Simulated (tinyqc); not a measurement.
Free and trapped electrons in a MOS channel with a dense trap tail: two steps of the calculation.

p-type body, charge-sheet picture, full ionisation (an idealisation for deep acceptors), Boltzmann statistics for free electrons. e = Ec - EF at the surface. Acceptor-like traps of density D(E) = D0 + De exp(-E/Ew) at depth E below Ec, from 0 to Eu, hold n_t = integral of D(E)/(1 + exp((e - E)/Vt)). psi = Eg - Vt ln(Nv/Na) - e; N_dep = sqrt(2 eps0 eps_r Na (psi - Vt)/q); n_f = sqrt(N_dep^2 + 2 eps0 eps_r Vt Nc exp(-e/Vt)/q) - N_dep; Vg = Vfb + psi + q (N_dep + n_t + n_f)/Cox, Cox = eps0 eox/tox.

Parameters, values chosen for the exercise; band and dielectric values close to those of silicon: temperature T = 300 K; band gap Eg = 1.14 eV; relative permittivity eps_r = 11.5; conduction-band density of states at T Nc = 2.8e19 cm^-3; valence-band density of states at T Nv = 2.69e19 cm^-3; relative permittivity of the insulator eox = 3.9; insulator thickness tox = 61 nm; acceptor density Na = 1.4e17 cm^-3; flat-band voltage without trapped charge Vfb = -0.97 V; constant background density of acceptor-like traps D0 = 1.7e11 cm^-2 eV^-1; density of the tail at the conduction edge De = 6.9e13 cm^-2 eV^-1; decay energy of the tail Ew = 0.09 eV; depth below Ec down to which the traps reach Eu = 0.66 eV; mobility of free electrons mf = 100 cm^2/(V s); Ec - EF at the surface e = 0.12 eV.

Constants: q = 1.602176634e-19 C, kB = 1.380649e-23 J/K, Vt = kB T/q, eps0 = 8.8541878128e-14 F/cm where lengths are in cm. Results are converted to the units shown.

Question 1. Trapped charge. Trapezoid rule on 15 equal steps from 0 to Eu, f = 1/(1 + exp((e - E)/Vt)).

Wanted: E; D(E) f; n_t.

Answer 1.

```
point   E (eV)  D(E) f (cm^-2 eV^-1)
0            0              6.604e11
1      0.04400              2.134e12
2      0.08800              5.873e12
3       0.1320              9.878e12
4       0.1760              8.911e12
5       0.2200              6.031e12
6       0.2640              3.828e12
7       0.3080              2.420e12
8       0.3520              1.551e12
9       0.3960              1.017e12
10      0.4400              6.896e11
11      0.4840              4.886e11
12      0.5280              3.654e11
13      0.5720              2.899e11
14      0.6160              2.435e11
15      0.6600              2.151e11
```

n_t = 1.943e12 cm^-2

Question 2. Charges and gate voltage. psi, N_dep, n_f and Vg as defined, with the n_t given; free share n_f/(n_f + n_t); apparent mobility mf n_f/(n_f + n_t); gate voltage spent on traps q n_t/Cox.

n_t = 1.9429709e12 cm^-2

Wanted: psi; N_dep; n_f; Vg; free share; apparent mobility; gate voltage spent on traps.

Answer 2.

psi = 0.88406 V
N_dep = 1.2358e12 cm^-2
n_f = 3.5380e10 cm^-2
Vg = 9.0109 V
free share = 1.7884 %
apparent mobility = 1.7884 cm^2/(V s)
gate voltage spent on traps = 5.4991 V

tinyqc, about 0.02 s, one thread, Intel Xeon 2.30GHz (shared host): `OMP_NUM_THREADS=1 python tinyqc.py 2222222 2222223 out.jsonl`
